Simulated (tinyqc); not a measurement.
Longitudinal sound in a periodic multilayer: transfer matrices, stop bands and folded phonons. From Bragg frequency f_B back to velocity v_2. Computed by tinyqc, a small Python program. Command: `OMP_NUM_THREADS=1 python tinyqc.py 3008972 3008973 out.jsonl multilayer inv`. One thread of a shared host (Intel(R) Xeon(R) Processor @ 2.30GHz), about 0.01 s of CPU time with the checks.

Layers 1 and 2 repeat with period d = d_1 + d_2; waves travel normal to the layers, without loss. State vector (u, s): displacement u and stress divided by omega. Impedances Z = rho v are in 1e6 kg/(m^2 s).

Inputs (values chosen for the exercise, modelled on silica (layer 1), silicon nitride (layer 2) and gallium arsenide (substrate)): density rho_1 = 2.19 g/cm^3; velocity v_1 = 6010 m/s; thickness d_1 = 3.08 nm; density rho_2 = 3.12 g/cm^3; thickness d_2 = 5.16 nm; substrate density = 5.31 g/cm^3; substrate velocity = 4730 m/s.

Method. Z = rho v; interface reflection r = (Z_2 - Z_1)/(Z_2 + Z_1) (stress amplitude, from 1 into 2); Bragg frequency f_B = 1/[2 (d_1/v_1 + d_2/v_2)]; long-wave velocity v_eff = d/sqrt[(d_1/v_1)^2 + (d_2/v_2)^2 + (Z_1/Z_2 + Z_2/Z_1)(d_1/v_1)(d_2/v_2)].

Task: A run gave the result below. Find the velocity v_2, known to lie between 5500 and 18000 m/s.

Bragg frequency f_B = 464.9572 GHz

Result:

Each step takes the trial c = (a f_b - b f_a)/(f_b - f_a), f being the result less the target and a, b, c the logarithms of the listed values; c replaces end b, the old b replaces a if the sign of f changed, and otherwise f_a is halved.

Scan of the range:
```
velocity v_2 (m/s)  Bragg frequency f_B (GHz)
5500                                  344.670
6700                                  389.825
8170                                  437.041
9950                                  484.932
12100                                 532.524
14800                                 580.634
18000                                 625.668
```

False position (Illinois rule, in the logarithm of the input) inside the bracket:
```
step    end a    end b    trial  Bragg frequency f_B (GHz)
1     8170.00  9950.00  9164.74                    464.897
2     9950.00  9164.74  9167.00                    464.957
3     9950.00  9167.00  9167.00                    464.957
4     9167.00  9167.00  9167.00                    464.957
```

Bragg frequency f_B rises at every point of a 13-point scan of the range (every second point is shown), so one value fits; it is bracketed by 8170 and 9950. Answer: velocity v_2 = 9167 m/s.

Caution: at these frequencies damping, strong in glasses, and rough interfaces, both left out here, can weaken the stop bands; layers only a few atoms thick are also beyond continuum acoustics.
